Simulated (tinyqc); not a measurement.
# Six-transistor SRAM cell, nodal equations and margins: effect of the supply voltage

Two cross-coupled inverters (pull-down bn, pull-up bp) hold the nodes Q and QB; access transistors (ba, threshold VTn, gate on the word line at Vdd when selected) join them to the bit lines. Transistor (EKV form, voltages against the body): I = 2 n b Vt^2 [F(vp - Vs) - F(vp - Vd)] from drain to source, F(v) = ln^2(1 + exp(v/(2 Vt))), vp = (Vg - VT + sg |Vd - Vs|)/n. n-channel bodies are at 0; for the p-channel device all voltages are counted down from Vdd. b in uA/V^2 gives I in uA. For an access transistor the bit line is the drain and the node the source. In a read both bit lines are at Vdd. The cell is symmetric (no mismatch).

f(x) is the node voltage of one half-cell for input x: In = Ip in hold, In = Ip + Ia in a read. Static noise margin: side of the largest square between the curve (x, f(x)) and its mirror image (f(y), y); with h(c) the root x of f(x) - x = c, it is the maximum over c > 0 of h(c) - h(-c) + c. Q is the low node in a read and Iread the current of its access transistor. The write trip is the voltage to which the bit line of the high node must fall (the other staying at Vdd) for that state to vanish; higher is easier, and a negative value means that a grounded bit line does not write.

Parameters, values chosen for the exercise:
- T = 400 K (temperature)
- n = 1.44 (slope factor)
- sg = 0.028 (drain-induced barrier lowering)
- VTn = 0.31 V (n-channel threshold)
- VTp = 0.31 V (p-channel threshold (magnitude))
- bn = 230 uA/V^2 (gain factor of the pull-down transistor)
- ba = 230 uA/V^2 (gain factor of the access transistor)
- bp = 120 uA/V^2 (gain factor of the pull-up transistor)

Constants: q = 1.602176634e-19 C, kB = 1.380649e-23 J/K, Vt = kB T/q. Results are converted to the units shown.

Results:
```
Vdd (V)  hold margin (mV)  read margin (mV)  Q in a read (mV)  Iread (uA)  write trip (mV)
0.4                 145.6             73.83             42.11      0.6532            92.97
0.5                 190.3             99.50             54.54       1.772            111.6
0.6                 233.2             123.3             70.35       3.710            135.6
0.85                330.6             173.9             117.9       12.31            209.5
1                   382.3             198.3             148.6       20.00            259.1
```

Estimate the missing row, Vdd = 0.7 V.

Computed row:
```
Vdd (V)  hold margin (mV)  read margin (mV)  Q in a read (mV)  Iread (uA)  write trip (mV)
0.7                 273.9             145.1             88.42       6.512            163.4
```

With this row back in the table: As Vdd goes from 0.4 to 1 V, the read margin rises from 73.8 to 198 mV, the write trip rises from 93.0 to 259 mV and Iread rises from 0.653 to 20.0 uA. The read margin is 0.51 of the hold margin in the first row and 0.52 in the last. For Vdd = 0.4 to 0.5 V the read margin is under 100 mV, which threshold mismatch, left out here, can use up in a large array.

Program tinyqc, `OMP_NUM_THREADS=1 python tinyqc.py 2340068 2340069 out.jsonl`; Intel Xeon 2.30GHz, shared host, one thread, about 0.1 s.
